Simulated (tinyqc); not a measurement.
Inside a calculation. Method: ROHF in the sto-6g basis, for Li, spin multiplicity 2. One step of it, computed by the program tinyqc.

Question. Iteration 2: DIIS coefficients. Solve [B -1; -1 0][c; lambda] = [0; -1] for the coefficients, which sum to one.

B (overlaps of the stored error matrices):
```
               1              2
1  2.8383694e-02  2.9148216e-03
2  2.9148216e-03  2.9933329e-04
```

Give: DIIS coefficients.

Answer.

DIIS coefficients: -0.1144  1.1144
